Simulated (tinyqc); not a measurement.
Transmission around the level: tunnelling through a thin dielectric with one trap, as a tight-binding chain.

Hopping -t everywhere, t = c/(m a^2), c = hbar^2/2m0; lead sites at 2t (band bottom 0), barrier sites 1 to N at 2t + phi, and site j has U besides. No voltage. Leads give S = -t exp(ika) on sites 1 and N, cos(ka) = 1 - E/(2t). T = (2 t sin(ka))^2 |G_1N|^2, G = (E - H - S)^-1. In the barrier cosh(q a) = 1 + (phi - E)/(2t).

Resonance: the lowest eigenvalue of H + S(E), iterated until its real part equals E (40 rounds from Eb = phi + 2t - sqrt(4t^2 + U^2), the level in an endless barrier). With v the normalised squared amplitudes of that state, Gamma_L = 2 t sin(ka) v_1, Gamma_R = 2 t sin(ka) v_N; Breit-Wigner T = Gamma_L Gamma_R/((E - Er)^2 + (Gamma_L + Gamma_R)^2/4).

Constants: hbar^2/2m0 = 3.80998211 eV angstrom^2.

Inputs chosen for the exercise (barrier and mass of the size used for HfO2 on silicon; shifted at random, so the results belong to these values and not to a real crystal):
- a = 2.5 angstrom (site spacing)
- m = 0.2 m0 (mass, the same in leads and barrier)
- phi = 1.66 eV (conduction edge of the barrier above that of the leads)
- N = 10 (barrier sites)
- j = 5 (site of the trap)
- U = -4.09 eV (extra energy on the trap site)

Er = 0.41028 eV

widths (meV): left 13.933, right 3.9624

Energies Er + x (Gamma_L + Gamma_R).

T:
```
x     E (eV)    chain  Breit-Wigner   no trap
-8.0  0.2671  0.00121       0.00268  4.04e-06
-3.0  0.3566   0.0143        0.0186  7.57e-06
-1.0  0.3924    0.128         0.138  9.57e-06
-0.5  0.4013    0.334         0.345  1.01e-05
0.0   0.4103    0.689         0.690  1.07e-05
0.5   0.4192    0.363         0.345  1.14e-05
1.0   0.4282    0.153         0.138  1.20e-05
3.0   0.4640   0.0249        0.0186  1.50e-05
8.0   0.5534  0.00552       0.00268  2.58e-05
```

How do the results move, and what explains it?

At Er the chain gives 0.689, 6.43e+04 times the value without trap, and Breit-Wigner 0.690. In the wings the single pole gives 2.22 times the chain value at x = -8 and 0.486 times at x = 8, because the widths and the level shift change with energy.

Computed by tinyqc, a small Python program: `OMP_NUM_THREADS=1 python tinyqc.py 1481089 1481090 out.jsonl` (the numbers bound the seed that draws the inputs); one thread of a shared host (Intel(R) Xeon(R) Processor @ 2.30GHz), about 0.05 s for the whole set of steps.
